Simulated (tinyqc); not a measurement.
Inside a calculation. Model: AlGaN/GaN HEMT with access regions, lumped model.

Program tinyqc, `OMP_NUM_THREADS=1 python tinyqc.py 2570152 2570153 out.jsonl`; Intel Xeon 2.30GHz, shared host, one thread, about 0.03 s. Printed values are rounded.

A polarisation-induced electron sheet under a Schottky gate, in series with two ungated access regions and contacts. Drift law v = mu E/(1 + mu E/vs) under the gate. Currents in mA/mm, resistances in ohm mm. No self-heating, no channel-length modulation; fits for polarisation, barrier and offset are chosen for the exercise.

Values chosen for this exercise; values close to those of AlGaN/GaN structures:
- x = 0.31 (aluminium share of the barrier)
- d = 18 nm (barrier thickness)
- eps_r = 9.6 (relative permittivity of barrier and channel)
- mu = 1300 cm^2/(V s) (channel mobility)
- vs = 1.5e7 cm/s (saturation velocity)
- Lg = 0.5 um (gate length)
- Ls = 2 um (source access length)
- Ld = 2 um (drain access length)
- Rc = 0.29 ohm mm (resistance of each contact)
- ft = 0 (share of the drain-access electrons removed by traps)
- Vg = -1 V (gate voltage)
- Vd = 6 V (drain voltage)
- Ec = 3.3 MV/cm (critical field)
- te = 0.43 um (depth over which the depleted charge spreads)
- tf = 300 nm (insulator under the field plate)
- ei = 3.9 (relative permittivity of that insulator)

Constants: q = 1.602176634e-19 C, eps0 = 8.8541878128e-14 F/cm where lengths are in cm. Results are converted to the units shown.

## Polarisation charge, threshold and sheet resistance

sigma = (5e13 x + 1.6e13 x^2) cm^-2, phiB = 0.84 + 1.3 x, dEc = 0.7 (1.71 x + x^2) in volts, Cb = eps0 eps_r/d, VT = phiB - dEc - q sigma/Cb, access density n0 = -Cb VT/q. Rsh = 1/(q mu n0); largest access current q n0 vs.

sigma = 1.703760e13 cm^-2
Cb = 0.4722234 uF/cm^2
VT = -4.975919 V
n0 = 1.466596e13 cm^-2
Rsh = 327.3677 ohm
q n0 vs = 3524.618 mA/mm

## Iteration 1: drain current

I at the start = 880 mA/mm

Access resistance R(L, n) = L/(q mu n sqrt(1 - (I/(q n vs))^2)); Rs = Rc + R(Ls, n0), Rd = Rc + R(Ld, (1 - ft) n0). Vg' = Vg - I Rs, Vd' = Vd - I (Rs + Rd); with u = Vg' - VT, Vc = vs Lg/mu and w the smaller of Vd' and Vc [sqrt(1 + 2 u/Vc) - 1] (0 if negative), the channel gives (mu Cb/Lg)(u w - w^2/2)/(1 + w/Vc). I(new) is that channel current.

Rs = 0.9661489 ohm mm
Rd = 0.9661489 ohm mm
Vg' = -1.850211 V
Vd' = 4.299578 V
channel current = 1216.801 mA/mm
I after iteration 1 = 1216.801 mA/mm

## Iteration 2: drain current

As before.

Rs = 0.9876267 ohm mm
Rd = 0.9876267 ohm mm
Vg' = -2.201745 V
Vd' = 3.596510 V
channel current = 1042.141 mA/mm
I after iteration 2 = 1042.141 mA/mm

## Course of the iteration: drain current

Stop when I changes by less than 1e-6 mA/mm, or after 60 iterations. I must stay below q (1 - ft) n0 vs.

Course of the iteration:
```
iteration  I (mA/mm)  |change| (mA/mm)
1           1216.801               337
2           1042.141               175
3           1133.686              91.5
4           1086.000              47.7
5           1110.916              24.9
6           1097.919              13.0
7           1104.704              6.79
8           1101.163              3.54
9           1103.012              1.85
...              ...               ...
24          1102.378           1.07e-4
25          1102.378           5.60e-5
26          1102.378           2.92e-5
27          1102.378           1.53e-5
28          1102.378           7.97e-6
29          1102.378           4.16e-6
30          1102.378           2.17e-6
31          1102.378           1.13e-6
32          1102.378           5.91e-7
```

Converged in 32 iterations. At the end each change is about 0.52 times the one before, with alternating sign: linear convergence. Of Vd, 64.0 % reaches the channel; the access current is 31 % of its limit.

## On-resistance and breakdown

sigma = (5e13 x + 1.6e13 x^2) cm^-2, phiB = 0.84 + 1.3 x, dEc = 0.7 (1.71 x + x^2) in volts, Cb = eps0 eps_r/d, VT = phiB - dEc - q sigma/Cb, access density n0 = -Cb VT/q. Ron = 2 Rc + Ls/(q mu n0) + Ld/(q mu (1 - ft) n0) + Lg/(mu Cb (Vg - VT)). Off state: a depleted stretch that holds the voltage V has the peak field sqrt(k V), k = 2 q n0/(eps0 eps_r te), so one edge holds V1 = Ec^2/k. The sheet under the plate pinches off at Vf = q n0 (1/Cb + tf/(eps0 ei)); beyond it the gate edge is screened. BV = V1 if Vf >= V1, else Vf + V1, and at most Ec Ld. Specific resistance Ron (Ls + Lg + Ld); figure of merit BV^2 over it.

Ron = 2.094324 ohm mm
Vf = 209.1162 V
V1 = 84.69651 V
BV = 84.69651 V
specific resistance = 0.09424456 mohm cm^2
figure of merit = 76.11579 MW/cm^2

The plate pinches off too late to screen the gate edge, so it adds nothing.
